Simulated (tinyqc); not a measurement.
Frequency dispersion of an accumulation capacitance by border traps, distributed model: two steps of the calculation.

Traps spread evenly through the insulator exchange electrons with the semiconductor by tunnelling, with tau(x) = t0 exp(2 ka x) at depth x from the interface. The admittance per area Y seen at depth x obeys dY/dx = -Y^2/(i w eps0 eox) + q Nb ln(1 + i w tau)/tau, with Y(0) = i w Cs and w = 2 pi f; the gate sees Y(tox) = G + i w C. Working variable y = Y/(i w), in uF/cm^2. Cox = eps0 eox/tox.

Inputs (values chosen for the exercise); permittivity close to that of zirconium oxide:
- eox = 22.9 (relative permittivity of the insulator)
- tox = 3.8 nm (insulator thickness)
- Cs = 2.1 uF/cm^2 (semiconductor capacitance in accumulation)
- Nb = 1.4e19 cm^-3 eV^-1 (density of border traps)
- ka = 3.7 1/nm (decay constant of the wave function in the insulator)
- t0 = 8e-11 s (time constant of a trap at the interface)
- f = 1e6 Hz (frequency)
- xe = 1.7 nm (depth down to which the steps are taken)

Constants: q = 1.602176634e-19 C, eps0 = 8.8541878128e-14 F/cm where lengths are in cm. Results are converted to the units shown.

Problem 1. Midpoint steps through the active depth. In terms of y: dy/dx = -y^2/(eps0 eox) + s(x), s = q Nb ln(1 + z)/z, z = i w tau. 11 midpoint steps of h = xe/11: y_half = y + (h/2) y'(x, y), y(new) = y + h y'(x + h/2, y_half).

Find: x; s; y.

Solution 1.

```
point   x (nm)  s (uF/(cm^2 nm))     y (uF/cm^2)
0            0  0.22430-0.00006i  2.1000+0.0000i
1      0.15455  0.22430-0.00018i  2.1010+0.0000i
2      0.30909  0.22430-0.00056i  2.1020-0.0001i
3      0.46364  0.22429-0.00174i  2.1030-0.0002i
4      0.61818  0.22413-0.00546i  2.1039-0.0007i
5      0.77273  0.22258-0.01696i  2.1048-0.0021i
6      0.92727  0.20912-0.04845i  2.1048-0.0066i
7       1.0818  0.14662-0.08819i  2.0998-0.0173i
8       1.2364  0.06463-0.07474i  2.0821-0.0302i
9       1.3909  0.02273-0.04081i  2.0555-0.0379i
10      1.5455  0.00746-0.01850i  2.0258-0.0409i
11      1.7000  0.00240-0.00765i  1.9956-0.0415i
```

Problem 2. Capacitance and conductance at the gate. Beyond xe the traps are ignored, so 1/y(tox) = 1/y(xe) + (tox - xe)/(eps0 eox); C = Re y, G/w = -Im y, loss tangent G/(w C).

y at xe = 1.9956124-0.0415000i uF/cm^2

Find: y at the gate; C; G/w; loss tangent.

Solution 2.

y at the gate = 1.6539-0.0285i uF/cm^2
C = 1.6539 uF/cm^2
G/w = 0.028501 uF/cm^2
loss tangent = 0.017232

Program tinyqc, `OMP_NUM_THREADS=1 python tinyqc.py 2202079 2202080 out.jsonl`; Intel Xeon 2.30GHz, shared host, one thread, about 0.3 s.
